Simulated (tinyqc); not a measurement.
Overlap of hydrogenic dopants: pairs, impurity band and the Mott density, step by step. Values are carried at full precision from step to step, so a last printed digit may differ when a step is redone from the rounded ones.

Ry* = Ry m/eps^2, aB = a0 eps/m. For 1s orbitals a distance rho = R/aB apart, in Ry*: overlap S = exp(-rho)(1 + rho + rho^2/3), J = (2/rho)(1 - (1 + rho) exp(-2 rho)) (attraction to the other ion), Kx = 2 (1 + rho) exp(-rho) (exchange of one electron). One electron on a pair has E = -1 - (J +/- Kx)/(1 +/- S), without the repulsion 2/rho of the ions. Hopping after orthogonalisation: t = (Kx - S J)/(1 - S^2), half the splitting. Dopants on a lattice with z neighbours, n = (3 sqrt3/4)/R^3 (bcc), give a band of width B = 2 z t, as on any lattice of two interpenetrating sublattices. Valleys, central cells and disorder are left out.

Constants: Ry = 13.60569312 eV; a0 (Bohr radius) = 0.5291772105 angstrom; hbar = 6.58211957e-16 eV s.

Values chosen for the exercise (an isotropic mass and dielectric constant of the size used for donors in Si; the results hold for these values, not for the real material): m = 0.29 m0 (mass); eps = 11.5 (dielectric constant); N = 0.0028 1/aB^3 (dopant density); rho = 2.6 aB (distance of a pair); u = 1.25 Ry* (cost of a second electron on one dopant); z = 8 (neighbours in the dopant lattice).

## Scales

Form Ry*, aB, and the density N in 1/cm^3 (1/angstrom^3 = 1e24/cm^3).

Ry* = 29.835 meV
aB = 20.985 angstrom
density = 3.030e+17 1/cm^3

## A pair with one electron

Form S, J, Kx, the two levels, t, and the total energy of the lower state with the repulsion, relative to a distant pair (-1).

S, J, Kx: [0.43475, 0.75395, 0.53477]

levels (Ry*): even -1.89822, odd -1.38776

t = 0.25523 Ry*
energy of the pair against a distant one (negative: bound) = -0.12899 Ry*

In this host the pair is 5.5 nm long and its splitting 2t is 15.23 meV.

## The pair with two electrons (two-site Hubbard model)

t is the hopping between the two dopants. Singlet at (u - sqrt(u^2 + 16 t^2))/2 below the triplet at 0; estimate 4 t^2/u; weight of double occupancy (1 - u/sqrt(u^2 + 16 t^2))/2; swap time pi hbar/Jx with Jx the splitting in eV. t and u are in units of Ry*.

singlet-triplet splitting (meV): exact 5.429, 4 t^2/u 6.219

double occupancy = 0.1127
swap time = 0.381 ps

The estimate is 14.6 % too high at 4t/u = 0.82.

## The impurity band at this density

Form R/aB, t, B = 2 z t and N^(1/3) aB. Two estimates of the gap between the Hubbard bands: u - B (rigid bands, closing at B = u) and the Hubbard-III rule, which closes at B = (2/sqrt3) u; give B/u.

R/aB = 7.7414
t = 0.00437 Ry*

B: in Ry* 0.070, in meV 2.087

N^(1/3) aB = 0.1409
B/u = 0.056

Both rules leave a gap: an insulator at T = 0. Mott's screening rule, N^(1/3) aB = 0.26, puts this density on the insulating side.

## Checks

- Overlap S against numerical integration in elliptic coordinates: both 0.43475.

tinyqc: `OMP_NUM_THREADS=1 python tinyqc.py 1481184 1481185 out.jsonl`; about 0.01 s, one thread, shared Intel(R) Xeon(R) Processor @ 2.30GHz.
